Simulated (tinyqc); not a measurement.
Four-point probe, van der Pauw, Hall and spreading-resistance readings of a semiconductor layer: one step, computed by the program tinyqc. Command: `OMP_NUM_THREADS=1 python tinyqc.py 3110216 3110217 out.jsonl probe walk`. One thread of a shared host (Intel(R) Xeon(R) Processor @ 2.30GHz), about 0.01 s of CPU time with the checks.

The layer is uniform and ohmic; contacts are points unless a radius is given.

Problem. Hall reading. V_H = r_H I B/(e n t); apparent density n/r_H; Hall mobility r_H mu; Hall angle tan = r_H mu B (SI).

Inputs (values chosen for the exercise, modelled on p-type silicon):
```
quantity             value        unit
carrier density n  6.4e+16      1/cm^3
drift mobility mu      236  cm^2/(V s)
layer thickness t       40  micrometre
current I              0.3          mA
magnetic field B       0.5           T
Hall factor r_H       0.73           -
```

Backing of the layer: insulating.

Constants: e = 1.602176634e-19 C.

Give: Hall voltage; apparent density; Hall mobility; tangent of the Hall angle.

Solution.

Hall voltage = 0.2670 mV

apparent density = 8.767e+16 1/cm^3

Hall mobility = 172.28 cm^2/(V s)

tangent of the Hall angle = 0.008614
